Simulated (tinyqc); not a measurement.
# Read current of a NAND string, cells in series solved by shooting: two studies

Cells in series, numbered from 0 at the source line (0 V) to the bit line, each followed by a gap resistance Rg. A cell with gate Vg, threshold VT, source Vs and drain Vd passes I = 2 nf K Vt^2 [F(Vs) - F(Vd)]/(1 + th max(Vg - VT, 0)), F(V) = ln^2(1 + exp((Vg - VT - nf V)/(2 nf Vt))). The selected cell has Vg = Vr, the others Vg = Vp.

Values chosen for this exercise; values of the order met in vertical NAND strings:
```
symbol,value,unit,meaning
T,358,K,temperature
K,6.4,uA/V^2,gain factor of a cell
nf,2.2,,slope factor
th,0.09,1/V,mobility reduction factor
Rg,2.3,kohm,resistance of the gap between cells
Vbl,0.7,V,bit-line voltage
Vp,7.1,V,pass voltage
Ve,-2.1,V,threshold of an erased cell
Vh,3,V,threshold of the highest state
Vx,1.1,V,threshold of the selected cell
Is,10,nA,sensing current
Vr,3.09,V,read voltage on the selected word line
```

Constants: q = 1.602176634e-19 C, kB = 1.380649e-23 J/K, Vt = kB T/q. Results are converted to the units shown.

Each table varies one quantity; the others keep the values above.

## Read current against the number of cells

For a trial current I start at 0 V and, cell by cell, solve for the drain: sqrt(F(Vd)) = sqrt(F(Vs) - I/k), k = 2 nf K Vt^2/(1 + th max(Vg - VT, 0)), Vd = [Vg - VT - 2 nf Vt ln(exp(sqrt F) - 1)]/nf, then add I Rg. The string current is the I for which the last node reaches Vbl. The apparent threshold is the Vr at which I = Is. Background: all other cells erased (VT = Ve) or all in the highest state (VT = Vh); ratio and shift are high over erased and high minus erased. The selected cell is in the middle, cell n/2.

Read current against the number of cells:
```
n,"I, others erased (uA)","I, others high (uA)",ratio,"apparent VT, erased (V)","apparent VT, high (V)",background shift (mV)
8,1.706,1.131,0.6631,1.080,1.081,1.861
16,1.005,0.6096,0.6066,1.083,1.086,3.727
32,0.5496,0.3165,0.5758,1.088,1.096,7.472
64,0.2880,0.1612,0.5599,1.100,1.115,15.14
96,0.1951,0.1082,0.5545,1.112,1.135,22.82
128,0.1475,0.08138,0.5517,1.124,1.154,30.58
192,0.09912,0.05442,0.5490,1.148,1.194,46.33
```

With erased neighbours the current falls from 1.71 to 0.0991 uA, as n^(-0.76) between the first two rows and n^(-0.98) between the last two (-1 once the series resistance rules). The ratio falls from 0.663 to 0.549 and the background shift rises from 1.86 to 46.3 mV.

## Effect of the pass voltage

Same model as above.

The string has 64 cells and the selected one is cell 32.

Effect of the pass voltage:
```
Vp (V),"I, others erased (uA)","I, others high (uA)",ratio,"apparent VT, erased (V)","apparent VT, high (V)",background shift (mV)
4.1,0.2244,0.02498,0.1113,1.106,1.195,89.29
4.6,0.2368,0.05004,0.2113,1.105,1.159,54.80
5.1,0.2484,0.07678,0.3091,1.104,1.142,38.35
5.6,0.2592,0.1009,0.3892,1.103,1.131,28.77
6.1,0.2694,0.1228,0.4558,1.102,1.124,22.57
6.6,0.2790,0.1428,0.5120,1.101,1.119,18.27
7.1,0.2880,0.1612,0.5599,1.100,1.115,15.14
```

As Vp goes from 4.1 to 7.1 V, the current with erased neighbours rises from 0.224 to 0.288 uA, that with high neighbours rises from 0.0250 to 0.161 uA and the ratio rises from 0.111 to 0.560. The background shift falls from 89.3 to 15.1 mV. A higher pass voltage also disturbs erased cells more, which this model leaves out.

Computed by the program tinyqc: `OMP_NUM_THREADS=1 python tinyqc.py 2142236 2142237 out.jsonl`, one thread of a shared Intel Xeon 2.30GHz, about 0.7 s for the whole run.
